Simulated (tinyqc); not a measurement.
Admittance spectroscopy and thermally stimulated current of one trap level in a depletion layer: one step, computed by the program tinyqc.

A Schottky junction on n-type material holds one donor-like electron trap; shallow donors are fully ionised and abrupt depletion edges are assumed.

Task: Temperature of the peak. N_c = 2 (2 pi m k_B T/h^2)^(3/2), v_th = sqrt(3 k_B T/m), emission rate e_n = sigma v_th N_c exp(-E_t/(k_B T)). Where the level crosses the Fermi level capture equals emission, so the trap follows the signal with the rate 2 e_n; G/omega peaks at omega = 2 e_n (the correction for large N_t/N is left out). Solve 2 e_n(T_p) = 2 pi f.

Inputs (values chosen for the exercise, modelled on n-type GaAs):

| quantity | value | unit |
|---|---|---|
| density-of-states mass m | 0.0691 | m_0 |
| shallow doping N | 4e+15 | 1/cm^3 |
| trap depth E_t below the band | 0.16 | eV |
| capture cross section sigma | 8.9e-16 | cm^2 |
| test frequency f | 1000 | Hz |

Constants: k_B = 1.380649e-23 J/K; m_0 = 9.1093837015e-31 kg; h = 6.62607015e-34 J s; k_B = 8.617333262e-05 eV/K.

Give: peak temperature T_p; N_c at T_p; e_n at T_p; E_c - E_F = k_B T_p ln(N_c/N).

Result:

peak temperature T_p = 133.21 K

N_c at T_p = 1.3486e+17 1/cm^3

e_n at T_p = 3141.6 1/s

E_c - E_F = k_B T_p ln(N_c/N) = 0.040382 eV
